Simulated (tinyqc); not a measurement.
Electromigration in a confined line: Blech product, Korhonen stress evolution and Black's law: one step, computed by the program tinyqc.

The electron wind pushes atoms from the cathode (x = 0) to the anode (x = L); blocking ends build a back stress (tension positive). The input rho is taken not to change with temperature. d sigma/dt = d/dx [kappa (d sigma/dx + G)], with zero flux at both ends and sigma = sigma_0 at t = 0.

Problem. Extrapolation by Black's law. Median life t50 = A j^(-n) exp(E/(k_B T)); acceleration factor = t50(use)/t50(test) = (j/j_u)^n exp[(E/k_B)(1/T_u - 1/T)]. Temperatures in kelvin are T(C) + 273.15.

Inputs (values chosen for the exercise, close to those used for copper lines):
```
quantity                 value     unit
activation energy E      0.925       eV
current density j         0.78  MA/cm^2
line length L               17       um
test temperature T         270        C
use temperature T_u         85        C
use current density j_u   0.47  MA/cm^2
current exponent n           2        -
```

Start: thermal stress.

Constants: k_B = 8.617333262e-05 eV/K.

Give: current factor; temperature factor; acceleration factor.

Solution.

current factor = 2.754

temperature factor = 27129

acceleration factor = 74718

Caution: the test j L lies below the critical product, so the line would not void in the test and the acceleration factor is formal. Caution: j_u L lies below the critical product, so the acceleration factor is formal: at use the line would not void.
